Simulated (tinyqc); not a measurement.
Eight-band Kane k.p model: one step. Derived values. Five cases, with inputs chosen for the exercise.

Task: P = sqrt(Ep c); A = 1/me - Ep (Eg + 2 Dso/3)/(Eg (Eg + Dso)) keeps the electron mass; g1' = g1 - Ep/(3 Eg), g2' = g2 - Ep/(6 Eg), g3' = g3 - Ep/(6 Eg) remove the coupling to S that the Luttinger values already hold; L = -c (g1' + 4 g2'), M = -c (g1' - 2 g2'), N = -6 c g3'. c = hbar^2/2m0.

Constants: hbar^2/2m0 = 3.80998211 eV angstrom^2.

Case 1.

Values chosen (near those of InP; shifted at random, so the results belong to these values and not to a real crystal): Eg = 1.385 eV (gap at Gamma to the s-like level); Dso = 0.108 eV (spin-orbit splitting); Ep = 20.7 eV (Kane energy); me = 0.0798 m0 (electron mass at Gamma); g1 = 5.04 (Luttinger gamma1); g2 = 1.6 (gamma2); g3 = 2.09 (gamma3).

Case 2.

Values chosen (near those of InAs; shifted at random, so the results belong to these values and not to a real crystal): Eg = 0.407 eV (gap at Gamma to the s-like level); Dso = 0.379 eV (spin-orbit splitting); Ep = 21.9 eV (Kane energy); me = 0.0274 m0 (electron mass at Gamma); g1 = 19.9 (Luttinger gamma1); g2 = 8.38 (gamma2); g3 = 9.22 (gamma3).

Case 3.

Values chosen (near those of GaSb; shifted at random, so the results belong to these values and not to a real crystal): Eg = 0.848 eV (gap at Gamma to the s-like level); Dso = 0.79 eV (spin-orbit splitting); Ep = 26.8 eV (Kane energy); me = 0.0391 m0 (electron mass at Gamma); g1 = 13.26 (Luttinger gamma1); g2 = 4.71 (gamma2); g3 = 5.93 (gamma3).

Case 4.

Values chosen (near those of GaP; shifted at random, so the results belong to these values and not to a real crystal): Eg = 2.873 eV (gap at Gamma to the s-like level); Dso = 0.079 eV (spin-orbit splitting); Ep = 31.3 eV (Kane energy); me = 0.1302 m0 (electron mass at Gamma); g1 = 4.05 (Luttinger gamma1); g2 = 0.49 (gamma2); g3 = 1.25 (gamma3).

Case 5.

Values chosen (near those of AlAs; shifted at random, so the results belong to these values and not to a real crystal): Eg = 3.06 eV (gap at Gamma to the s-like level); Dso = 0.279 eV (spin-orbit splitting); Ep = 21.7 eV (Kane energy); me = 0.1526 m0 (electron mass at Gamma); g1 = 3.81 (Luttinger gamma1); g2 = 0.81 (gamma2); g3 = 1.42 (gamma3).

Give: P; A; g1', g2', g3'; L, M, N.

Result:

Case 1.

P = 8.8807 eV angstrom
A = -2.0541

g1', g2', g3': [0.0581, -0.8910, -0.4010]

L, M, N (eV angstrom^2): [13.3572, -7.0104, 9.1662]

The coupling to the valence bands supplies 14.59, against 1/me = 12.53; A makes up the difference. The diagonal terms in A and L bend towards the gap, so the set should be tested for spurious states at large k.

Case 2.

P = 9.1345 eV angstrom
A = -8.6634

g1', g2', g3': [1.9639, -0.5881, 0.2519]

L, M, N (eV angstrom^2): [1.4796, -11.9633, -5.7593]

The coupling to the valence bands supplies 45.16, against 1/me = 36.50; A makes up the difference. The diagonal terms in A and L bend towards the gap, so the set should be tested for spurious states at large k.

Case 3.

P = 10.1048 eV angstrom
A = -0.9475

g1', g2', g3': [2.7254, -0.5573, 0.6627]

L, M, N (eV angstrom^2): [-1.8906, -14.6303, -15.1494]

The coupling to the valence bands supplies 26.52, against 1/me = 25.58; A makes up the difference. The diagonal term in A bends towards the gap, so the set should be tested for spurious states at large k.

Case 4.

P = 10.9203 eV angstrom
A = -3.1169

g1', g2', g3': [0.4185, -1.3258, -0.5658]

L, M, N (eV angstrom^2): [18.6100, -11.6966, 12.9331]

The coupling to the valence bands supplies 10.80, against 1/me = 7.68; A makes up the difference. The diagonal terms in A and L bend towards the gap, so the set should be tested for spurious states at large k.

Case 5.

P = 9.0927 eV angstrom
A = -0.3409

g1', g2', g3': [1.4462, -0.3719, 0.2381]

L, M, N (eV angstrom^2): [0.1581, -8.3439, -5.4425]

The coupling to the valence bands supplies 6.89, against 1/me = 6.55; A makes up the difference. The diagonal terms in A and L bend towards the gap, so the set should be tested for spurious states at large k.

Computed by tinyqc, one run a case: `OMP_NUM_THREADS=1 python tinyqc.py N N+1 out.jsonl` with N = 1051359, 1051378, 1051425, 1051443, 1051579; one thread of a shared Intel(R) Xeon(R) Processor @ 2.30GHz, about 0.01 s a run at most.
